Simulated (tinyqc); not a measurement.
Comparisons within one model: metal-induced gap states at the contact of a metal chain and a two-band chain. A value that a table varies takes the place of the one given here.

The semiconductor alternates sites A at -Eg/2 and C at +Eg/2 with hopping -t; the gap runs from -Eg/2 to Eg/2. In the gap cosh(q a) = 1 + (Eg^2/4 - E^2)/(2 t^2) and the amplitude changes by -exp(-q a) a period. The metal has site energy 0 and hopping -tm; its end site has g_m = (E - i sqrt(4 tm^2 - E^2))/(2 tm^2). Sites 1, 2, ... count into the semiconductor, with energies e1, e2 alternating. The clean half chain has g1 = 1/(E - e1 - t^2 g2), g2 = 1/(E - e2 - t^2 g1), decaying root. With the contact G11 = 1/(1/g1 - tc^2 g_m), and the density on site j is -Im G_jj/pi = |psi_j/psi_1|^2 (-Im G11/pi), per spin, with psi_2/psi_1 = -t g2, psi_3/psi_2 = -t g1.

Constants: e^2/(4 pi eps0) = 14.39964547 eV angstrom.

Inputs chosen for the exercise (gap and optical dielectric constant near those of GaN; the chain itself is a model; shifted at random, so the results belong to these values and not to a real crystal): Eg = 3.45 eV (gap); t = 2.41 eV (hopping in the semiconductor); tm = 2.15 eV (hopping in the metal); tc = 1.83 eV (hopping across the contact); end = C (site that touches the metal); a = 3.19 angstrom (period (two sites); one chain for each area a^2); eps = 5.4 (dielectric constant); E = -0.28 eV (energy from mid-gap).

## Across the gap

E = f Eg. Share on C: the part of the summed density that lies on C sites, whose orbitals make the conduction edge.

Gap states:
```
f      E (eV)  xi = 1/(2q) (angstrom)  D1 (1/eV)  D2 (1/eV)  sum (1/eV)  share on C
-0.48  -1.656                    7.97     0.0014     0.0560      0.1741       0.024
-0.40  -1.380                    3.74     0.0064     0.0375      0.0766       0.145
-0.30  -1.035                    2.82     0.0125     0.0284      0.0604       0.306
-0.15  -0.517                    2.38     0.0226     0.0215      0.0597       0.513
0.00    0.000                    2.27     0.0351     0.0174      0.0696       0.668
0.15    0.517                    2.38     0.0520     0.0143      0.0898       0.784
0.30    1.035                    2.82     0.0779     0.0111      0.1314       0.876
0.40    1.380                    3.74     0.1065     0.0077      0.1992       0.932
0.48    1.656                    7.97     0.1511     0.0025      0.4659       0.984
```

What does this show, and why?

The decay length xi of the density is shortest at mid-gap, 2.27 angstrom, and grows to 8.0 near the edges. The summed density is least at f = -0.15 (0.0597) and largest at f = 0.48 (0.4659 1/eV). The share on C goes from 0.02 to 0.98 and passes one half near f = -0.159, a point that depends on which site ends the chain. The states turn from valence-like to conduction-like across the gap; the branch point, where the decay is fastest, lies at mid-gap in this symmetric chain and is the usual estimate of the neutrality level.

## Wider gaps pin less

E = 0; Eg is varied and eps follows 1 + (eps0 - 1)(Eg0/Eg), with the given Eg and eps as Eg0 and eps0. xi = 1/(2q), N = 2 (summed density)/a^2, S = 1/(1 + 4 pi e^2 N xi/eps).

Against the gap:
```
Eg (eV)    eps  xi (angstrom)  summed density (1/eV)      S  S at fixed eps
0.50     31.36          15.38                 0.5676  0.092           0.017
0.75     21.24          10.26                 0.3739  0.135           0.038
1.10     14.80           7.00                 0.2505  0.192           0.080
1.50     11.12           5.15                 0.1798  0.253           0.141
2.30      7.60           3.37                 0.1121  0.361           0.287
3.40      5.46           2.31                 0.0708  0.485           0.482
5.50      3.76           1.47                 0.0381  0.654           0.731
9.00      2.69           0.96                 0.0184  0.811           0.896
```

What can be read from the table?

From Eg = 0.5 to 9 eV xi falls by a factor 16.1 and the summed density by 30.8, so at fixed eps S rises from 0.02 to 0.90. The weaker screening of wide-gap solids works against this: with it S goes from 0.09 to 0.81.

## Weakening the contact bond

At the given E, tc is varied, as by a thin spacer. xi = 1/(2q), N = 2 (summed density)/a^2, S = 1/(1 + 4 pi e^2 N xi/eps) with xi and eps kept.

Against tc:
```
tc (eV)  D1 (1/eV)  summed density (1/eV)       S
0.10       0.00009                0.00021  0.9969
0.25       0.00057                0.00130  0.9807
0.50       0.00230                0.00520  0.9269
0.80       0.00590                0.01333  0.8318
1.20       0.01313                0.02968  0.6895
1.80       0.02721                0.06151  0.5173
2.50       0.04008                0.09060  0.4211
3.50       0.03970                0.08972  0.4235
```

How do the results move?

For a weak bond the density goes as tc^2 (ratio 6.25 between 0.25 and 0.1 eV, against 6.25). It is largest at tc = 2.5 eV among these rows and falls beyond, as the first site pairs off with the metal. S is 0.997 at 0.1 eV and has its least value, 0.421, in that row.

## What each parameter does

xi = 1/(2q), summed density, and S = 1/(1 + 4 pi e^2 N xi/eps), N = 2 (summed density)/a^2. Each row changes one parameter from the base and keeps the others.

Results:
```
case           xi (angstrom)  summed density (1/eV)       S
base                   2.304                0.06312  0.5108
Eg = 3.795 eV          2.098                0.05631  0.5624
t = 2.651 eV           2.526                0.06026  0.4994
tm = 2.365 eV          2.304                0.05832  0.5305
tc = 2.013 eV          2.304                0.07247  0.4763
eps = 5.94             2.304                0.06312  0.5346
end = A                2.304                0.07893  0.4551
```

What does this show?

The largest shifts from the base row, up to three for each result and ties (the steps differ in size, so this ranks the rows, not the parameters). xi (angstrom): t +0.222, Eg -0.206; unchanged at the printed digits by tm, tc, eps and end. summed density (1/eV): end +0.01581, tc +0.00935, Eg -0.00680; unchanged at the printed digits by eps. S: end -0.0558, Eg +0.0516, tc -0.0345. The decay length belongs to the semiconductor alone; the metal and the contact set only the amplitude.

Program tinyqc; command `OMP_NUM_THREADS=1 python tinyqc.py 1481816 1481817 out.jsonl`; about 0.01 s on one thread of a shared Intel(R) Xeon(R) Processor @ 2.30GHz.
